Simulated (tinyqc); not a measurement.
# Harmonic transition-state theory with quantum, tunnelling and friction corrections, step by step

A worked calculation. Computed by tinyqc, a small Python program that keeps every step. Command: `OMP_NUM_THREADS=1 python tinyqc.py 3020235 3020236 out.jsonl rates walk`. One thread of a shared host (Intel(R) Xeon(R) Processor @ 2.30GHz), about 0.1 s of CPU time with the checks. Intermediate numbers are printed to about 7 digits and carried at full precision; extremes and crossings named in words are read from the listed rows.

One atom hops between equivalent sites; three modes at the minimum and two real modes at the saddle are treated as harmonic, the rest of the crystal as unchanged; melting is ignored, so hot rows may lie above the melting point.

Inputs (values chosen for the exercise, modelled on interstitial oxygen in silicon):
```
quantity                                value      unit
barrier E_b                              2.33        eV
imaginary frequency at the saddle nu_b   8.22       THz
temperature T                             965         K
jump length d                             1.9  angstrom
number of jump directions z                 6         -
mass ratio of the heavier isotope       1.125         -
```

Lattice of sites: three-dimensional. Correction studied: isotope.

frequencies at the minimum (THz): 26.9  28.1  28.4

real frequencies at the saddle (THz): 30.3  32.3

Constants: k_B = 8.617333262e-05 eV/K; h x 1 THz = 4.135667696 meV.

## Classical rate and diffusivity

Vineyard: nu* = product of minimum frequencies / product of real saddle frequencies; k_cl = nu* exp(-E_b/(k_B T)). Activation entropy S = k_B ln(nu* h/(k_B T)); for uncorrelated jumps D = z k d^2/6 and D0 = z nu* d^2/6; 1 angstrom^2 = 1e-16 cm^2.

prefactor nu* = 21.93470 THz

classical rate k_cl = 14.87812 1/s

activation entropy in the Eyring form = 0.08698527 k_B

classical diffusivity D = 5.371003e-15 cm^2/s

prefactor D0 = 0.007918428 cm^2/s

## Quantum harmonic rate

Quantum harmonic: k_q = (k_B T/h) [prod 2 sinh(x_i/2) (minimum) / prod 2 sinh(x_j/2) (saddle)] exp(-E_b/(k_B T)), x = h nu/(k_B T). Zero-point correction to the barrier = (h/2)(sum of saddle frequencies - sum of minimum frequencies).

x at the minimum: 1.337820  1.397500  1.412420

x at the saddle: 1.506913  1.606379

zero-point correction = -43.01094 meV

quantum harmonic rate k_q = 15.44170 1/s

ratio k_q/k_cl = 1.037880

To second order in x the ratio is 1 + (sum x_i^2 - sum x_j^2)/24 = 1.0369.

## Tunnelling factors

With u = h nu_b/(k_B T): Wigner factor 1 + u^2/24; parabolic barrier (Bell) (u/2)/sin(u/2), valid above T_c = h nu_b/(2 pi k_B); symmetric Eckart barrier: kappa = int_0^infinity P(E) exp(-(E - E_b)/(k_B T)) dE/(k_B T), P = (cosh 2a - 1)/(cosh 2a + cosh 2d), a = alpha sqrt(E/E_b), alpha = 2 pi E_b/(h nu_b), 2d = 2 sqrt(alpha^2 - pi^2/4).

u = 0.4088060

crossover temperature T_c = 62.78627 K

Wigner factor = 1.006963

Bell factor = 1.006998

Eckart factor = 1.007245

T/T_c = 15.37: tunnelling is a small correction.

## Isotope effect over temperature

All frequencies of the heavier isotope are divided by sqrt(mass ratio); each column is light over heavy.

Rate ratios:
```
T (K)  classical  quantum harmonic  with Eckart tunnelling
390     1.060660          1.088109                1.093426
480     1.060660          1.078800                1.082270
630     1.060660          1.071130                1.073131
770     1.060660          1.067630                1.068969
960     1.060660          1.065120                1.065984
1400    1.060660          1.062743                1.063154
1900    1.060660          1.061788                1.062015
2900    1.060660          1.061143                1.061244
```

The classical ratio is sqrt(mass ratio) = 1.0607 at any T. The quantum ratio is 1.0881 in the coldest row, above it, as the minimum holds more zero-point energy than the saddle; tunnelling multiplies it by a further 1.005. In the hottest row the full ratio is 1.0612.

Checks made by the program: quantum rate against the classical one at very high temperature (relative difference 3e-08).
